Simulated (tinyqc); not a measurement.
Temperature and isotope dependence of a band gap in oscillator models: one step. Slope and asymptote. Three cases, with inputs chosen for the exercise.

Problem. dE/dT = -sum sl_i (th_i/T)^2 n_i (1 + n_i). At high T, n -> T/th - 1/2, so E -> E0 + ZP - (sum sl_i) T. Give the slope, its ratio to the limit, and the value at 0 K of the tangent drawn at T.

E(T) = E0 - sum_i sl_i th_i n_i(T), n = 1/(exp(th/T) - 1). The same coupling lowers the gap at 0 K by the zero-point term ZP = sum_i sl_i th_i/2, so the gap of the static lattice is E0 + ZP. Thermal expansion is taken as part of the slopes.

Give: dE/dT; ratio to the limiting slope; intercept of the tangent; intercept - E0.

Case 1.

Values chosen (near those of InAs; not measured data): E0 = 0.419 eV (gap at 0 K); th = (68, 201) K (temperatures of two oscillators); sl = (0.0935, 0.1815) meV/K (their high-temperature slopes); T = 300 K (temperature).

Solution.

dE/dT = -0.2680 meV/K
ratio to the limiting slope = 0.9744
intercept of the tangent = 0.4362 eV
intercept - E0 = 17.17 meV

The tangent recovers 80 % of ZP: the extrapolation works only from T well above the higher oscillator (201 K).

Case 2.

Values chosen (near those of diamond; not measured data): E0 = 5.515 eV (gap at 0 K); th = (651, 1722) K (temperatures of two oscillators); sl = (0.2363, 0.3697) meV/K (their high-temperature slopes); T = 600 K (temperature).

Solution.

dE/dT = -0.4085 meV/K
ratio to the limiting slope = 0.6740
intercept of the tangent = 5.6433 eV
intercept - E0 = 128.30 meV

The tangent recovers 32 % of ZP: the extrapolation works only from T well above the higher oscillator (1722 K).

Case 3.

Values chosen (near those of InAs; not measured data): E0 = 0.413 eV (gap at 0 K); th = (58, 188) K (temperatures of two oscillators); sl = (0.0449, 0.2191) meV/K (their high-temperature slopes); T = 500 K (temperature).

Solution.

dE/dT = -0.2614 meV/K
ratio to the limiting slope = 0.9901
intercept of the tangent = 0.4323 eV
intercept - E0 = 19.28 meV

The tangent recovers 88 % of ZP: the extrapolation works only from T well above the higher oscillator (188 K).

Computed by tinyqc, one run a case: `OMP_NUM_THREADS=1 python tinyqc.py N N+1 out.jsonl` with N = 1880382, 1880524, 1880529; one thread of a shared Intel(R) Xeon(R) Processor @ 2.30GHz, about 0.01 s a run at most.
